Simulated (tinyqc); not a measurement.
Inversion-layer mobility, back-scattering and ballistic limit of a field-effect transistor: one step, computed by the program tinyqc.

The charge at the top of the source barrier is fixed by the gate; series resistance and short-channel effects are left out. F_j are Fermi integrals normalised to exp(eta) in the classical limit.

Problem. Back-scattering. F_j(eta) = (1/Gamma(j + 1)) int_0^infinity x^j/(1 + exp(x - eta)) dx, F_0 = ln(1 + exp(eta)). Integrals over x = E/(k_B T) use 160 Gauss-Legendre points in u = sqrt(x) from 0 to sqrt(max(eta, 0) + 32). Ballistic channel: N_2D = g_v m k_B T/(pi hbar^2), U = e V_D/(k_B T); eta_F solves N_inv = (N_2D/2)[F_0(eta_F) + F_0(eta_F - U)]; v_T = sqrt(2 k_B T/(pi m)); I/W = e (N_2D/2) v_T [F_1/2(eta_F) - F_1/2(eta_F - U)]; injection velocity v_T F_1/2(eta_F)/F_0(eta_F). Mean free path lambda = (2 k_B T/e)(mu/v_T) F_0(eta_0)/F_-1/2(eta_0), with eta_0 from N_inv = N_2D F_0(eta_0); critical length l = L (1 + U)^(-a), an empirical rule; back-scattering r = l/(l + lambda). Then eta solves N_inv = (N_2D/2)[(1 + r) F_0(eta) + (1 - r) F_0(eta - U)] and I/W = e (N_2D/2) v_T (1 - r)[F_1/2(eta) - F_1/2(eta - U)]. Ballistic ratio: I over the ballistic current. Apparent mobility 1/(1/mu + 1/mu_B), mu_B = mu L/lambda.

Inputs (values chosen for the exercise, modelled on a germanium p-channel):

| quantity | value | unit |
|---|---|---|
| transport mass m | 0.21 | m_0 |
| valley degeneracy g_v | 1 | - |
| drain voltage V_D | 0.37 | V |
| channel length L | 90 | nm |
| exponent a of the critical length | 0.65 | - |
| temperature T | 300 | K |

Statistics at the top of the barrier: Fermi-Dirac.

inversion density N_inv = 4.071077e+12 1/cm^2

effective mobility mu = 260.5443 cm^2/(V s)

Constants: m_0 = 9.1093837015e-31 kg; k_B = 1.380649e-23 J/K; hbar = 1.054571817e-34 J s; k_B = 8.617333262e-05 eV/K; e = 1.602176634e-19 C.

Give: eta_0; mean free path lambda; critical length l; back-scattering coefficient r; current I/W; ballistic ratio; apparent low-field mobility.

Solution.

eta_0 = 1.613

mean free path lambda = 15.86 nm

critical length l = 15.27 nm

back-scattering coefficient r = 0.4907

current I/W = 359.0 microampere/micrometre

ballistic ratio = 0.3013

apparent low-field mobility = 221.5 cm^2/(V s)

L/lambda = 5.68, but at this drain voltage only the first 15.3 nm can return a carrier to the source, so the device works at 30 % of its ballistic limit.
